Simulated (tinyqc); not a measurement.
# Frequency dispersion of an accumulation capacitance by border traps, distributed model: effects of single changes

Traps spread evenly through the insulator exchange electrons with the semiconductor by tunnelling, with tau(x) = t0 exp(2 ka x) at depth x from the interface. The admittance per area Y seen at depth x obeys dY/dx = -Y^2/(i w eps0 eox) + q Nb ln(1 + i w tau)/tau, with Y(0) = i w Cs and w = 2 pi f; the gate sees Y(tox) = G + i w C. Working variable y = Y/(i w), in uF/cm^2. Cox = eps0 eox/tox.

Inputs (values chosen for the exercise); permittivity close to that of zirconium oxide:
- eox = 21.9 (relative permittivity of the insulator)
- tox = 7.9 nm (insulator thickness)
- Cs = 0.73 uF/cm^2 (semiconductor capacitance in accumulation)
- Nb = 6.9e18 cm^-3 eV^-1 (density of border traps)
- ka = 3.7 1/nm (decay constant of the wave function in the insulator)
- t0 = 1e-10 s (time constant of a trap at the interface)
- f = 100 Hz (frequency)

Constants: q = 1.602176634e-19 C, eps0 = 8.8541878128e-14 F/cm where lengths are in cm. Results are converted to the units shown.

Each table varies one quantity; the others keep the values above.

## Capacitance and loss against frequency

Cox; trap-free value 1/(1/Cox + 1/Cs); response depth d = ln(1/(w t0))/(2 ka), where w tau = 1; lumped estimate: all traps within d act as C_bt = q Nb d placed at d/2, so C = 1/{1/[1/(1/Cs + d/(2 eps0 eox)) + C_bt] + (tox - d/2)/(eps0 eox)}. C and G from a fine integration; dispersion -d C/d log10 f over C, from f times and over 1.1. For a broad spread of time constants G/w is close to -(pi/2) dC/d ln w.

The same in every row: trap-free C (uF/cm^2) = 0.5627.

Capacitance and loss against frequency:
```
f (Hz)  d (nm)  C (uF/cm^2)  G/w (uF/cm^2)  dispersion (% a decade)  -(pi/2) dC/d ln w (uF/cm^2)  lumped C (uF/cm^2)
10       2.552       0.7443        0.01502                    2.958                      0.01502              0.7335
100      2.241       0.7225        0.01481                    3.004                      0.01480              0.7121
1000     1.930       0.7009        0.01462                    3.056                      0.01461              0.6910
10000    1.619       0.6796        0.01445                    3.116                      0.01445              0.6700
1e5      1.307       0.6585        0.01431                    3.184                      0.01431              0.6491
1e6     0.9963       0.6377        0.01419                    3.261                      0.01419              0.6284
1e7     0.6851       0.6169        0.01407                    3.347                      0.01409              0.6078
```

Read the table: what changes, and by how much?

C falls from 0.7443 to 0.6169 uF/cm^2, towards the trap-free 0.5627; each decade of frequency removes ln 10/(2 ka) = 0.311 nm from the response depth. The dispersion rises from 2.96 to 3.35 % a decade and G/w falls from 0.0150 to 0.0141 uF/cm^2. G/w lies between 0.998 and 1.00 times -(pi/2) dC/d ln w, the relation for a broad spread of time constants.

## Effect of the decay constant of the wave function in the insulator

Same model as above.

The same in every row: trap-free C (uF/cm^2) = 0.5627.

Effect of the decay constant of the wave function in the insulator:
```
ka (1/nm)  d (nm)  C (uF/cm^2)  G/w (uF/cm^2)  dispersion (% a decade)  -(pi/2) dC/d ln w (uF/cm^2)  lumped C (uF/cm^2)
2.5         3.317       0.8045        0.02327                    4.237                      0.02326              0.7869
3.2         2.591       0.7486        0.01742                    3.410                      0.01742              0.7362
3.9         2.126       0.7140        0.01397                    2.868                      0.01397              0.7043
4.6         1.802       0.6903        0.01169                    2.482                      0.01169              0.6823
5.3         1.564       0.6731        0.01006                    2.190                      0.01005              0.6663
6           1.382       0.6600       0.008828                    1.961                     0.008827              0.6541
6.7         1.238       0.6496       0.007871                    1.776                     0.007870              0.6445
7.4         1.120       0.6413       0.007103                    1.623                     0.007102              0.6367
```

Read the table: what changes, and by how much?

As ka goes from 2.5 to 7.4, C falls from 0.805 to 0.641 uF/cm^2, the dispersion falls from 4.24 to 1.62 % a decade and G/w falls from 0.0233 to 0.00710 uF/cm^2. The lumped estimate is 2.2 % below C in the first row and 0.73 % below it in the last.

Numbers from tinyqc (`OMP_NUM_THREADS=1 python tinyqc.py 2202242 2202243 out.jsonl`; about 0.5 s on one thread of a shared Intel Xeon 2.30GHz).
